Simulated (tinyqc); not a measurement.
# Charge stability of a double quantum dot, constant-interaction model with a charge sensor: effects of single changes

Capacitance matrix C = [[C1, -Cm], [-Cm, C2]], C1 = G1 + X1 + Cm + L1, C2 = G2 + X2 + Cm + L2. Gate charges n1 = (G1 V1 + X1 V2)/q, n2 = (X2 V1 + G2 V2)/q. The state (N1, N2) has U = (1/2) d^T E d with d = (N1 - n1, N2 - n2) and E = q^2 C^(-1). Leads at 0 V; no tunnel coupling, spin or level spacing. The sensor reads s1 <N1> + s2 <N2>.

Parameters, values chosen for the exercise:
- G1 = 2.9 aF (gate 1 to dot 1)
- G2 = 2.6 aF (gate 2 to dot 2)
- X1 = 0.54 aF (gate 2 to dot 1)
- X2 = 0.19 aF (gate 1 to dot 2)
- Cm = 2.7 aF (between the dots)
- L1 = 10 aF (dot 1 to leads and ground)
- L2 = 13 aF (dot 2 to leads and ground)
- s1 = 0.84 (sensor weight of dot 1)
- s2 = 0.11 (sensor weight of dot 2)
- T = 1.2 K (temperature)
- V2 = 28.6 mV (voltage of gate 2)

Constants: q = 1.602176634e-19 C, kB = 1.380649e-23 J/K, Vt = kB T/q. Results are converted to the units shown.

Each table varies one quantity; the others keep the values above.

## A scan of gate 1

Thermal means over all states within two electrons of the gate charges.

A scan of gate 1:
```
V1 (mV)    <N1>    <N2>  sensor  N1 of the ground state  N2 of the ground state
7.79     0.0000  0.7545  0.0830                       0                       1
18.1     0.0047  0.9876  0.1126                       0                       1
28.3     0.9999  0.0030  0.8403                       1                       0
38.6     1.0000  0.1096  0.8521                       1                       0
48.9     1.0000  0.8366  0.9320                       1                       1
59.1     1.0000  0.9952  0.9495                       1                       1
69.4     1.0000  0.9999  0.9500                       1                       1
79.7     1.3249  0.7302  1.1933                       1                       1
89.9     2.0000  0.8913  1.7780                       2                       1
100      2.0000  0.9969  1.7897                       2                       1
110      2.0000  0.9999  1.7900                       2                       1
121      2.0000  1.0000  1.7900                       2                       1
131      2.0002  1.0000  1.7902                       2                       1
```

What does the table show?

The ground state changes 3 time(s) between the rows listed: (0,1) to (1,0); (1,0) to (1,1); (1,1) to (2,1). Adding to dot 1 moves the sensor by s1 = 0.84, adding to dot 2 by s2 = 0.11, and a shift from dot 2 to dot 1 by 0.730. Far from triple points dot 1 gains an electron about every q/(G1 + X2 Cm/C2) = 54.7 mV.

## Across the interdot transition

The gate charges are n1 = 0.5000 + x, n2 = 0.5000 - x, a line through the middle of the (1,0)-(0,1) boundary. The detuning is U(0,1) - U(1,0); thermal means over all states within two electrons.

Across the interdot transition:
```
x        detuning (meV)      <N1>      <N2>  sensor
-0.039          -0.6273  0.002342    0.9976  0.1117
-0.029          -0.4665   0.01093    0.9890  0.1180
-0.019          -0.3056   0.04960    0.9504  0.1462
-0.0096         -0.1544    0.1836    0.8164  0.2440
0                0.0000    0.5000    0.5000  0.4750
0.0096           0.1544    0.8164    0.1836  0.7060
0.019            0.3056    0.9504   0.04964  0.8038
0.029            0.4665    0.9891   0.01096  0.8320
0.039            0.6273    0.9977  0.002360  0.8383
```

<N1> rises from 0.00234 to 0.998 while <N2> falls from 0.998 to 0.00236; their sum stays within 3.9e-5 of 1. The detuning moves by EC1 + EC2 - 2 ECm = 16.1 meV for each unit of x, and the step is a Fermi function of width kB T = 0.103 meV, which makes it a thermometer once the lever arms are known.

## From two dots to one

The states (0,0), (1,0), (0,1) meet where E n = (EC1/2, EC2/2), and (1,1), (1,0), (0,1) where E n = (EC1/2 + ECm, EC2/2 + ECm); the gate voltages follow from n.

From two dots to one:
```
Cm (aF)  EC1 (meV)  ECm (meV)   ECm/EC1  separation of the triple points in n1 + n2
0.11         11.82    0.08181  0.006918                                     0.01492
0.25         11.71     0.1825   0.01559                                     0.03329
0.59         11.44     0.4120   0.03602                                     0.07516
1.4          10.88     0.8861   0.08144                                      0.1617
3.2          9.951      1.677    0.1685                                      0.3059
7.6          8.628      2.803    0.3249                                      0.5114
18           7.332      3.906    0.5327                                      0.7126
42           6.430      4.673    0.7268                                      0.8526
99           5.921      5.107    0.8624                                      0.9317
```

ECm/EC1 rises from 0.00692 to 0.862 (it equals Cm/C2), and the separation rises from 0.0149 to 0.932. Zero means a square lattice of independent dots; 1 means parallel lines one electron apart, as for a single large dot. EC1 falls from 11.8 to 5.92 meV.

Computed by the program tinyqc: `OMP_NUM_THREADS=1 python tinyqc.py 2470122 2470123 out.jsonl`, one thread of a shared Intel Xeon 2.30GHz, about 0.01 s for the whole run.
